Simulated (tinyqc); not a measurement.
Gap and screening length from two transmissions.

Question. At the source junction of a tunnel FET, T(w) = exp(-S), S = 2 pi lam sqrt(m/(C Eg)) [w + Eg/2 - sqrt(w (w + Eg))], C = hbar^2/(2 m0). Find Eg (between 0.1 and 3 eV) and lam.

Values chosen for this exercise:
- m = 0.029 m0 (band-edge mass of the two-band model)

Constants: q = 1.602176634e-19 C, hbar = 1.054571817e-34 J s, m0 = 9.1093837015e-31 kg, hbar^2/(2 m0) = 0.0380998212 eV nm^2. Results are converted to the units shown.

T(w) at w = 0.08 and 0.28 eV: 0.14864399  0.38736506

Answer. The ratio of the two exponents depends on Eg alone and falls steadily with it, which fixes Eg; either exponent then gives lam.

ratio of the two S = 2.010
Eg = 0.3330 eV
lam = 3.100 nm

Computed by the program tinyqc: `OMP_NUM_THREADS=1 python tinyqc.py 2620076 2620077 out.jsonl`, one thread of a shared Intel Xeon 2.30GHz, about 0.01 s for the whole run.
